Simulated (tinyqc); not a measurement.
Inside a calculation. Model: van der Pauw, Hall and four-point-probe measurements on a doped layer.

Numbers from tinyqc (`OMP_NUM_THREADS=1 python tinyqc.py 2850231 2850232 out.jsonl`; about 0.01 s on one thread of a shared Intel Xeon 2.30GHz). Printed values are rounded.

A uniform p-type layer with sheet resistance Rs = 1/(q ns mu), point contacts, low field (mu B small).

Inputs (values chosen for the exercise): sheet density of the layer ns = 2.1e12 cm^-2; drift mobility mu = 210 cm^2/(V s); Hall factor rH = 1.18; magnetic field B = 0.5 T; current I = 1000 uA; side ratio a/b of a rectangular sample with corner contacts ar = 2.18; thickness of the layer t = 63 nm.

Constants: q = 1.602176634e-19 C. Results are converted to the units shown.

## Resistances and Hall voltage

Rs = 1/(q ns mu). For a rectangle with contacts at the corners, RA = (8 Rs/pi) sum_(k>=0) ln coth((2k + 1) pi a/(2 b)) with current along a short side b and voltage along the opposite one, RB the same with a and b exchanged; Hall voltage VH = rH B I/(q ns), negative for electrons.

Rs = 14153.08 ohm/square
RA = 76.46828 ohm
RB = 18401.20 ohm
VH = 175.3567 mV

RB/RA = 241; for a square both equal Rs ln 2/pi = 3120 ohm.

## Starting value

z = 2 ln 2/(pi (RA + RB)), exact for RA = RB.

z at the start = 0.02388133 mS

## Iteration 1: new z

The van der Pauw equation exp(-pi RA z) + exp(-pi RB z) = 1 is solved for z = 1/Rs: e1 = exp(-pi RA z), e2 = exp(-pi RB z), f = e1 + e2 - 1, f' = -pi (RA e1 + RB e2), z(new) = z - f/f'.

e1 = 0.9942794
e2 = 0.2514384
f = 0.2457177
f' = -14.77428 kohm
z after iteration 1 = 0.04051279 mS

## Iteration 2: new z

As before.

e1 = 0.9903147
e2 = 0.09613457
f = 0.08644930
f' = -5.795355 kohm
z after iteration 2 = 0.05542979 mS

## Course of the iteration

Stop when the step is below 1e-10 mS, or after 40 iterations.

Course of the iteration:

| iteration | z before the step (mS) | step (mS) |
|---|---|---|
| 1 | 0.02388133 | 0.0166 |
| 2 | 0.04051279 | 0.0149 |
| 3 | 0.05542979 | 0.0106 |
| 4 | 0.06602017 | 4.16e-3 |
| 5 | 0.07017559 | 4.75e-4 |
| 6 | 0.07065064 | 5.35e-6 |
| 7 | 0.07065599 | 6.67e-10 |
| 8 | 0.07065599 | 0 |

Converged in 8 iterations.

## Sheet density, mobility and bulk values

converged z = 0.07065599 mS

Rs = 1/z; Hall sheet density B I/(q |VH|); Hall mobility |VH|/(Rs B I); true values ns = rH times the Hall density, mu = Hall mobility/rH; bulk density ns/t, resistivity Rs t; correction factor F = Rs/[(pi/ln 2)(RA + RB)/2].

Rs = 14153.08 ohm/square
Hall sheet density = 1.779661e12 cm^-2
Hall mobility = 247.8 cm^2/(V s)
ns = 2.1e12 cm^-2
mu = 210 cm^2/(V s)
bulk density = 3.333333e17 cm^-3
resistivity = 0.08916442 ohm cm
F = 0.3379944

Taking the mean of RA and RB without F would overstate Rs by 200 %.
